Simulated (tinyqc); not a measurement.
Thermionic-field emission through a Schottky barrier, WKB: two steps of the calculation.

Metal on an n-type semiconductor with one parabolic valley; V > 0 is forward bias (metal positive). Energies E are counted from the conduction edge of the neutral semiconductor, whose Fermi level lies at -xi; that of the metal lies at -xi - V. The barrier is a parabola of height Vd = phi - xi - V (depletion approximation, no image force).

Values chosen for this exercise; band and dielectric values close to those of gallium arsenide:
```
symbol,value,unit,meaning
T,300,K,temperature
me,0.0669,m0,electron mass
eps_r,13.1,,relative permittivity
phi,0.72,eV,barrier height seen from the metal
Nd,3.5e18,cm^-3,donor density
V,0.28,V,bias
nE,15,,points of the energy grid
Eb,0.52,eV,upper end of the energy grid
```

Constants: q = 1.602176634e-19 C, kB = 1.380649e-23 J/K, hbar = 1.054571817e-34 J s, h = 6.62607015e-34 J s, m0 = 9.1093837015e-31 kg, Vt = kB T/q, eps0 = 8.8541878128e-14 F/cm where lengths are in cm. Results are converted to the units shown.

Task 1. Fermi level, barrier and E00. Nc = 2 (2 pi me m0 kB T/h^2)^1.5 (times 1e-6 for cm^-3); Nd = Nc F12(-xi/Vt), F12(x) = (2/sqrt(pi)) int_0^infinity sqrt(u)/(1 + exp(u - x)) du; E00 = (hbar/2) sqrt(Nd/(me m0 eps0 eps_r)) in SI units (volts). W = sqrt(2 eps0 eps_r Vd/(q Nd)).

Wanted: Nc; xi; Vd; W; E00; E00/Vt.

Result 1.

Nc = 4.342e17 cm^-3
xi = -0.1209 eV
Vd = 0.5609 V
W = 15.23 nm
E00 = 37.10 meV
E00/Vt = 1.435

By a common rule of thumb, E00/Vt below 0.5 marks thermionic emission, 0.5 to 5 thermionic-field emission and above 5 field emission. By that rule alone: thermionic-field emission; with a high barrier, tunnelling near its top can carry most of the current even below 0.5.

Task 2. Current density on a coarse grid. For E < Vd, ln T(E) = -(Vd/E00) [sqrt(1 - y) - y ln((1 + sqrt(1 - y))/sqrt(y))], y = E/Vd; T(E) = 1 above. J = A* T (q/kB) int_0^infinity T(E) N(E) dE, N = ln[(1 + exp((-xi - E)/Vt))/(1 + exp((-xi - V - E)/Vt))], A* = 4 pi q me m0 kB^2/h^3 (times 1e-4 for A/(cm^2 K^2)). Simpson's rule on nE equally spaced points from 0 to Eb.

xi = -0.12091802 eV
Vd = 0.56091802 V
E00 = 37.103307 meV

Wanted: E; T(E); N; T(E) N; J.

Result 2.

| point | E (eV) | T(E) | N | T(E) N |
|---|---|---|---|---|
| 0 | 0.00000 | 2.7193e-7 | 4.6845 | 1.2738e-6 |
| 1 | 0.03714 | 3.4647e-6 | 3.2785 | 1.1359e-5 |
| 2 | 0.07429 | 2.1674e-5 | 1.9561 | 4.2397e-5 |
| 3 | 0.11143 | 1.0244e-4 | 0.89340 | 9.1520e-5 |
| 4 | 0.14857 | 4.0054e-4 | 0.29499 | 1.1815e-4 |
| 5 | 0.18571 | 0.0013516 | 0.078402 | 1.0597e-4 |
| 6 | 0.22286 | 0.0040327 | 0.019201 | 7.7429e-5 |
| 7 | 0.26000 | 0.010802 | 0.0045975 | 4.9660e-5 |
| 8 | 0.29714 | 0.026234 | 0.0010947 | 2.8719e-5 |
| 9 | 0.33429 | 0.058145 | 2.6032e-4 | 1.5136e-5 |
| 10 | 0.37143 | 0.11805 | 6.1885e-5 | 7.3057e-6 |
| 11 | 0.40857 | 0.21986 | 1.4710e-5 | 3.2343e-6 |
| 12 | 0.44571 | 0.37514 | 3.4967e-6 | 1.3117e-6 |
| 13 | 0.48286 | 0.58348 | 8.3115e-7 | 4.8496e-7 |
| 14 | 0.52000 | 0.81745 | 1.9756e-7 | 1.6150e-7 |

J = 575.76 A/cm^2

The integrand peaks at E = 0.149 eV among these points, 0.26 of the barrier height.

Range of the model: The depletion approximation, a parabolic band and the neglect of image-force lowering make these currents estimates at high doping.

Numbers from tinyqc (`OMP_NUM_THREADS=1 python tinyqc.py 2640162 2640163 out.jsonl`; about 0.02 s on one thread of a shared Intel Xeon 2.30GHz).
